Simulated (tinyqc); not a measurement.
RHF in the sto-3g basis, for H3-, spin multiplicity 1, step by step. The basis has no diffuse functions, so it cannot describe the extra electron: this is an exercise in the method, not the real anion. One step of it, computed by the program tinyqc.

Task: Iteration 3: DIIS coefficients. Solve [B -1; -1 0][c; lambda] = [0; -1] for the coefficients, which sum to one.

B (overlaps of the stored error matrices), lower triangle:
```
               1              2              3
1  1.3267193e-01
2  1.1591304e-02  1.0141043e-03
3  2.7773721e-05  2.5447858e-06  1.5951600e-08
```

Give: DIIS coefficients.

Result:

DIIS coefficients: 0.0078  -0.0919  1.0841
